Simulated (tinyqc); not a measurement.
Worked calculation: lattice vibrations of a chain. One step of it, computed by the program tinyqc.

Task: Frequencies. omega^2 are the eigenvalues; wavenumber = 521.4708 sqrt(eigenvalue) 1/cm.

D(q) (eV/(angstrom^2 u)):
```
                    1          2          3                   4
1            0.387486  -0.831953   0.000000  0.055263+0.170081i
2           -0.831953   5.515152  -0.818481            0.000000
3            0.000000  -0.818481   0.766839           -0.427564
4  0.055263-0.170081i   0.000000  -0.427564            0.568241
```

Give: eigenvalues; wavenumbers; weights |e|^2 of the mass-weighted modes.

Result:

eigenvalues: 0.0677  0.3271  1.0648  5.7781

wavenumbers (1/cm): 135.7  298.3  538.1  1253.5

weights |e|^2 of the mass-weighted modes:
```
        mode 1  mode 2  mode 3  mode 4
atom 1  0.3893  0.5368  0.0512  0.0227
atom 2  0.0210  0.0179  0.0096  0.9515
atom 3  0.2378  0.2467  0.4898  0.0257
atom 4  0.3519  0.1985  0.4494  0.0002
```
